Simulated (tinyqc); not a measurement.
Inside a calculation. Model: chemically amplified photoresist: aerial image, acid generation, bake, development and line width. Computed by tinyqc, a small Python program that keeps every step. Command: `OMP_NUM_THREADS=1 python tinyqc.py 3025813 3025814 out.jsonl resist walk`. One thread of a shared host (Intel(R) Xeon(R) Processor @ 2.30GHz), about 0.02 s of CPU time with the checks. Intermediate numbers are printed to about 7 digits and carried at full precision; extremes and crossings named in words are read from the listed rows.

Lines and spaces of pitch p with a two-beam-like image; x = 0 is the middle of the bright space. The resist is positive and treated as uniform in depth.

Inputs (values chosen for the exercise, for a model resist at 248 nm):
```
quantity                                         value     unit
pitch p                                            250       nm
image contrast c                                  0.79        -
mean dose E                                       24.5  mJ/cm^2
Dill parameter C                                 0.016  cm^2/mJ
quencher load q, relative to the acid generator   0.18        -
acid diffusivity D                                 8.8   nm^2/s
bake time t                                         60        s
amplification rate k_amp                         0.055      1/s
threshold protection m_th                         0.54        -
development selectivity n                           20        -
largest rate r_max                                 170     nm/s
smallest rate r_min                              0.041     nm/s
resist thickness d                                 310       nm
development time t_d                                30        s
photon energy                                        5       eV
absorption coefficient alpha                      0.45     1/um
```

## Acid image and its blur

Dose E(x) = E [1 + c cos(2 pi x/p)]; acid h = 1 - exp(-C E(x)). Bake: the acid image is blurred by a Gaussian of variance sigma^2 = 2 D t (each Fourier term k of h, taken on 64 points, is multiplied by exp(-4 pi^2 k^2 D t/p^2)). Cosine coefficients: h(x) = sum_k h_k cos(2 pi k x/p).

diffusion length sigma = sqrt(2 D t) = 32.49615 nm

h_0 to h_4 before the bake: 0.3079982  0.2117705  -0.0163302  0.0008412  -0.0000325

h_0 to h_4 after the blur: 0.3079982  0.1517129  -0.0043015  0.0000418  -0.0000002

blur factor of the first harmonic = 0.7164021

sigma/p = 0.130; the blur keeps 72 % of the modulation.

## From image to dissolution rate

The quencher then removes q, h_eff = max(h_blurred - q, 0); protection m = exp(-k_amp t h_eff). Mack rate r = r_max (a + 1)(1 - m)^n/(a + (1 - m)^n) + r_min, a = ((n + 1)/(n - 1))(1 - m_th)^n.

Across half a pitch:
```
x/p   x (nm)  dose (mJ/cm^2)  blurred acid  protection m   rate (nm/s)
0.00     0.0        43.85500     0.4554513      0.402931  1.690272e+02
0.05    12.5        42.90770     0.4488303      0.411832  1.686748e+02
0.10    25.0        40.15852     0.4293945      0.439112  1.665533e+02
0.15    37.5        35.87658     0.3984624      0.486302  1.516281e+02
0.20    50.0        30.48102     0.3583262      0.555173  5.381002e+01
0.25    62.5        24.50000     0.3122996      0.646237  8.427054e-01
0.30    75.0        18.51898     0.2646301      0.756329  4.146550e-02
0.35    87.5        13.12342     0.2201928      0.875784  4.100000e-02
0.40   100.0         8.84148     0.1839438      0.987070  4.100000e-02
0.45   112.5         6.09230     0.1602061      1.000000  4.100000e-02
0.50   125.0         5.14500     0.1519419      1.000000  4.100000e-02
```

The dose varies by a factor 8.52 across the pattern and the rate by 4120.

## Space width and dose latitude

Edge: vertical development clears the film where r t_d >= d; the space width is twice the x where r = d/t_d. Dose sensitivity = d ln(width)/d ln E from widths at 1.005 E and E/1.005; image log-slope at the edge = |d ln E/dx|, normalised by the width (NILS); latitude for 10 % of width = 10 %/sensitivity.

space width = 112.2014 nm

dose sensitivity = 1.257086

NILS = 1.952039

dose latitude = 7.954903 %

At the same width a resist without blur would give a sensitivity 2/NILS = 1.025; the blur multiplies it by 1.23. Caution: lateral development, standing waves and the joint diffusion of acid and quencher are left out, so widths are indicative.

## Photon statistics at the edge

The edge lies at x = width/2. Absorbed photons per volume N = E(edge) alpha/(photon energy), 1 mJ/cm^2 = 62.41509 eV/nm^2, alpha in 1/nm; a Gaussian blur averages over a volume V = (2 sqrt(pi) sigma)^3; relative noise 1/sqrt(N V); edge noise sigma_x = (dh/d ln E) noise/|dh/dx|, with both derivatives of the blurred acid at the edge.

absorbed photons N = 0.1550363 1/nm^3

photons in the blur volume = 236997.7

edge noise from photons = 0.1448565 nm

Caution: the noise counts photons alone (acid and quencher statistics add to it) and takes the film as thicker than the blur; a thinner film averages in two dimensions only.

## Blur against noise

For each sigma the edge is held at x = p/4; N is taken at the mean dose; edge noise = (dh/d ln E)/(sqrt(N V) |dh/dx|), both derivatives taken of the blurred acid, V = (2 sqrt(pi) sigma)^3, N = E alpha/(photon energy), 1 mJ/cm^2 = 62.41509 eV/nm^2.

Trade-off:
```
sigma/p  sigma (nm)  blur factor  photons in V  edge noise (nm)
0.02            5.0    0.9921354  7.663427e+02         1.826842
0.04           10.0    0.9689108  6.130741e+03         0.654360
0.07           17.5    0.9078082  3.285694e+04         0.294442
0.10           25.0    0.8208687  9.579283e+04         0.185715
0.14           35.0    0.6791668  2.628555e+05         0.131793
0.18           45.0    0.5275296  5.586638e+05         0.114622
0.22           55.0    0.3846668  1.020002e+06         0.115614
0.27           67.5    0.2371676  1.885490e+06         0.137633
0.33           82.5    0.1165308  3.442507e+06         0.207237
```

The noise is least near sigma/p = 0.18 among these rows. More diffusion averages over more photons (noise falls as sigma^(-3/2)) until it erases the image slope (factor exp(-2 pi^2 sigma^2/p^2)); for a pure cosine the two balance at sigma/p = sqrt(3/8)/pi = 0.195. Caution: for a film thinner than the blur the noise falls as 1/sigma only, and the optimum moves to sigma/p = 1/(2 pi) = 0.159.

Checks made by the program: sensitivity 2/NILS in the limit of no diffusion (relative difference 1e-06).
